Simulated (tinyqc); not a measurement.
## Junction parameters from two forward currents

Problem. D(v) = J1 (exp(v/Vt) - 1) + J2 (exp(v/(2 Vt)) - 1). Find J1, J2 and the voltage 2 Vt ln(J2/J1) near which both parts are equal.

Values chosen for this exercise: temperature T = 300 K.

Constants: q = 1.602176634e-19 C, kB = 1.380649e-23 J/K, Vt = kB T/q. Results are converted to the units shown.

junction voltages (V): 0.3  0.64
currents (uA/um): 2.1373765e-5  0.31405641

Answer. The current is linear in J1 and J2, so two points give two equations.

J1 = 5.300e-12 uA/um
J2 = 6.300e-8 uA/um
crossover = 0.4851 V

Computed by the program tinyqc: `OMP_NUM_THREADS=1 python tinyqc.py 2182194 2182195 out.jsonl`, one thread of a shared Intel Xeon 2.30GHz, about 0.2 s for the whole run.
